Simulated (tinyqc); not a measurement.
sp3s* tight binding: sweeps and comparisons. A value that a table varies takes the place of the one given here.

sp3s* tight binding, nearest neighbours only: anion (a) at 0, cation (c) at a/4 (1,1,1), orbitals s, px, py, pz, s* on each; k in units of 2 pi/a. With phases e_j = exp(i (pi/2) k.n_j) for n = (1,1,1), (1,-1,-1), (-1,1,-1), (-1,-1,1): g0 = (e1+e2+e3+e4)/4, g1 = (e1+e2-e3-e4)/4, g2 = (e1-e2+e3-e4)/4, g3 = (e1-e2-e3+e4)/4. The diagonal holds the levels Esa, Epa, Exa (s*) and Esc, Epc, Exc. Anion-cation block: <sa|sc> = Vss g0; <sa|xc> = Vsapc g1; <xa|sc> = -Vscpa g1; <xa|xc> = Vxx g0; <xa|yc> = <ya|xc> = Vxy g3, <xa|zc> = <za|xc> = Vxy g2, <ya|zc> = <za|yc> = Vxy g1; <s*a|xc> = Vxapc g1; <xa|s*c> = -Vpaxc g1; y and z take g2 and g3 in place of g1; s-s* and s*-s* vanish.

Values chosen for the exercise (near a published set for diamond, fitted to gaps, whose masses and valley positions are rough; shifted at random, so the results belong to these values and not to a real crystal): Esa = -4.538 eV (s level of the anion); Epa = 3.84 eV (p level of the anion); Esc = -4.538 eV (s level of the cation); Epc = 3.84 eV (p level of the cation); Exa = 11.37 eV (s* level of the anion); Exc = 11.37 eV (s* level of the cation); Vss = -22.74 eV (s-s); Vxx = 3.844 eV (px-px); Vxy = 11.642 eV (px-py); Vsapc = 15.249 eV (s anion, p cation); Vscpa = 15.249 eV (s cation, p anion); Vxapc = 8.219 eV (s* anion, p cation); Vpaxc = 8.219 eV (p anion, s* cation); eta = 1.8 (scaling exponent); D001 = 0.23 (ratio -ezz/exx).

## What the s* orbital does

The s* couplings Vxapc and Vpaxc are scaled by f; f = 0 is the plain sp3 model. Gaps from the top of the valence band at Gamma; the Delta value is the minimum on (x,0,0), 0.5 <= x <= 1.

Gaps (eV):
```
f,Gamma,Delta,L,x of the minimum
0.00,7.6880,10.3206,11.3740,0.500
0.25,7.6880,9.3799,11.0229,0.500
0.50,7.6880,8.0647,10.1248,0.500
0.75,7.6880,6.7266,8.9293,0.500
0.90,7.6880,5.8981,8.1377,0.551
1.00,7.6880,5.3261,7.5917,0.574
1.10,7.6880,4.7475,7.0357,0.591
```

How do the results move?

The gap at Gamma stays, since g1 to g3 vanish there. From f = 0 to 1 the s* levels lower the Delta value by 4.995 eV and L by 3.782 eV. For f = 0, 0.25, 0.5 and 0.75 the least value lies at x = 0.5, the end of the range: any valley further out lies above that value until s* has lowered it enough. The lowest of the three is Gamma at f = 0 and the Delta line at f = 1.

## Hydrostatic strain (sp3s* tight binding, strained)

Strain e moves each bond vector to d = (1 + e) d0 (no internal displacement for the diagonal strains used here) and k is given in fractions of the strained reciprocal cell, so the phases stay. Two-centre values Vss_sigma = Vss/4, Vsp_sigma = sqrt3 V/4 for each s-p and s*-p pair, Vpp_sigma = (Vxx + 2 Vxy)/4, Vpp_pi = (Vxx - Vxy)/4 are scaled by (d0/d)^eta and combined with the new direction cosines; the levels on the diagonal stay.

exx = eyy = ezz = e. Gaps as measured from the top of the valence band; the deformation potentials are (gap(0.01) - gap(-0.01))/0.06.

Gaps (eV):
```
e,Gamma,Delta,L,x of the minimum
-0.03,8.1213,5.4695,7.7385,0.574
-0.02,7.9727,5.4212,7.6886,0.574
-0.01,7.8283,5.3734,7.6397,0.574
0.00,7.6880,5.3261,7.5917,0.574
0.01,7.5515,5.2792,7.5444,0.574
0.02,7.4188,5.2329,7.4980,0.574
0.03,7.2896,5.1870,7.4523,0.574
```

gap deformation potentials (eV): Gamma -4.614, Delta -1.569, L -1.588

What can be read from the table?

Per unit of volume strain the gaps move by -4.61 (Gamma), -1.57 (Delta) and -1.59 eV (L). The lowest valley stays the Delta line over the range. These potentials follow from the one exponent eta, which fitted models replace by one for each integral; with it the sizes are rough, the sign for Delta can be wrong (in Si, Ge and the III-V crystals measured values are small and positive), and the pressures at which valleys cross, and which valley takes over, are rough too. A gap of zero, where one is listed, marks an s level that has sunk below the valence top.

## Biaxial strain splits the top of the valence band (sp3s* tight binding, strained)

No spin-orbit coupling; k = 0; exx = eyy = e, ezz = -D001 e. The four bonds keep equal lengths, and the sums over them give Vxx(e) for px and py and Vzz(e) for pz; each level is the lower root of [[Epa, V], [V, Epc]], and the s level the upper root of the s block. The shear potential b follows from E(x,y) - E(z) = 3 b (exx - ezz), taken as the slope between e = -0.005 and 0.005.

Couplings and levels at Gamma (eV):
```
e,ezz,Vxx(e),Vzz(e),"E(x,y)",E(z),"E(x,y) - E(z) (meV)",upper s level
-0.020,0.0046,3.7284,4.3228,0.1116,-0.4828,594.4,18.6902
-0.010,0.0023,3.7878,4.0796,0.0522,-0.2396,291.8,18.4448
-0.005,0.0011,3.8163,3.9608,0.0237,-0.1208,144.5,18.3231
0.005,-0.0011,3.8709,3.7291,-0.0309,0.1109,-141.9,18.0816
0.010,-0.0023,3.8971,3.6160,-0.0571,0.2240,-281.1,17.9618
0.020,-0.0046,3.9472,3.3953,-0.1072,0.4447,-551.9,17.7242
```

b = -7.762 eV

What can be read from the table?

Under tension in the plane (e > 0) the bonds tilt towards the plane, Vxx grows to 3.8971 and Vzz falls to 3.6160 eV at e = 0.01, and the pz state forms the top of the valence band, by 281.1 meV; under compression (e = -0.01) the px, py pair does, by 291.8 meV. The slope gives b = -7.76 eV, a rough value, since on-site strain terms are left out (measured values lie near -2 eV).

## What each parameter does

Gaps from the top of the valence band at Gamma; Delta is the minimum on (x,0,0), 0.5 <= x <= 1. A change on one sublattice alone makes the two atoms unequal. Each row changes one parameter from the base and keeps the others.

Results:
```
case,Ev (eV),gap Gamma (eV),gap Delta (eV),gap L (eV)
base,-0.0040,7.6880,5.3261,7.5917
Vss = -22.54 eV,-0.0040,7.6880,5.3391,7.5982
Esc = -4.738 eV,-0.0040,7.6880,5.3156,7.5851
Vxy = 11.342 eV,-0.0040,7.6880,5.3261,7.5292
Esa = -4.738 eV,-0.0040,7.6880,5.3156,7.5851
Vscpa = 14.949 eV,-0.0040,7.6880,5.2759,7.5606
Vxx = 4.044 eV,-0.2040,8.0880,5.5771,7.7710
```

How do the results move?

The largest shifts from the base row, up to three for each result and ties (the steps differ in size, so this ranks the rows, not the parameters). Ev (eV): Vxx -0.2000; unchanged at the printed digits by Vss, Esc, Vxy, Esa and Vscpa. gap Gamma (eV): Vxx +0.4000; unchanged at the printed digits by Vss, Esc, Vxy, Esa and Vscpa. gap Delta (eV): Vxx +0.2510, Vscpa -0.0502, Vss +0.0130; unchanged at the printed digits by Vxy. gap L (eV): Vxx +0.1793, Vxy -0.0625, Vscpa -0.0311. Vxy and Vscpa cannot move Ev or the gap at Gamma, whose blocks do not hold them; s parameters never move Ev, and move the gap only where the lowest empty level at Gamma is s-like.

(tinyqc, `OMP_NUM_THREADS=1 python tinyqc.py 1452401 1452402 out.jsonl`, Intel(R) Xeon(R) Processor @ 2.30GHz, 1 thread, shared host, about 0.1 s.)
